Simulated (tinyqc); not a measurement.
Inside a calculation. Model: Schottky diode by thermionic emission with image-force lowering and series resistance.

tinyqc, about 0.01 s, one thread, Intel Xeon 2.30GHz (shared host): `OMP_NUM_THREADS=1 python tinyqc.py 2640015 2640016 out.jsonl` Printed values are rounded.

Metal on an n-type semiconductor with one parabolic valley; V > 0 is forward bias (metal positive). I = I0 [exp(Vj/(n Vt)) - 1] with Vj = V - I Rs; I0 = S A* T^2 exp(-(phi - dphi)/Vt), the lowering dphi taken at zero bias.

Parameters, values chosen for the exercise; band and dielectric values close to those of gallium arsenide:
- T = 300 K (temperature)
- me = 0.0678 m0 (electron mass)
- eps_r = 13.2 (relative permittivity)
- phi = 0.62 eV (barrier height seen from the metal)
- Nd = 8.1e16 cm^-3 (donor density)
- S = 0.00032 cm^2 (area)
- n = 1.12 (ideality factor)
- Rs = 160 ohm (series resistance)
- V = 0.62 V (applied bias)

Constants: q = 1.602176634e-19 C, kB = 1.380649e-23 J/K, h = 6.62607015e-34 J s, m0 = 9.1093837015e-31 kg, Vt = kB T/q, eps0 = 8.8541878128e-14 F/cm where lengths are in cm. Results are converted to the units shown.

## Saturation current

A* = 4 pi q me m0 kB^2/h^3 (times 1e-4 for A/(cm^2 K^2)); Nc = 2 (2 pi me m0 kB T/h^2)^1.5 (times 1e-6 for cm^-3); xi = Vt ln(Nc/Nd), Vbi = phi - xi; surface field Em = sqrt(2 q Nd (Vbi - V - Vt)/(eps0 eps_r)); dphi = sqrt(q Em/(4 pi eps0 eps_r)). Here V = 0 in Em.

A* = 8.14774 A/(cm^2 K^2)
Nc = 4.43013e17 cm^-3
Vbi = 0.576074 V
Em = 110.540 kV/cm
dphi = 34.7255 meV
I0 = 3.45344e-8 A

The lowering raises I0 by a factor of 3.83.

## Iteration 1: junction voltage

Vj at the start = 0.31 V

Newton step for g(Vj) = Vj + Rs I0 [exp(Vj/(n Vt)) - 1] - V = 0: Vj(new) = Vj - g/g', g' = 1 + Rs I0 exp(Vj/(n Vt))/(n Vt).

Vj after iteration 1 = 0.316650 V

## Iteration 2: junction voltage

As before.

Vj after iteration 2 = 0.316049 V

## Course of the iteration

Stop when Vj changes by less than 1e-10 V, or after 50 iterations.

Course of the iteration:
```
iteration    Vj (V)  change (V)
1          0.316650     6.65e-3
2          0.316049     6.00e-4
3          0.316044     5.76e-6
4          0.316044    5.23e-10
5          0.316044           0
```

Converged in 5 iterations.

## Current and small-signal resistance

converged Vj = 0.316044 V

I = I0 [exp(Vj/(n Vt)) - 1], dV/dI = Rs + n Vt/(I + I0).

I = 1.89973 mA
drop over Rs = 0.303956 V
dV/dI = 175.241 ohm
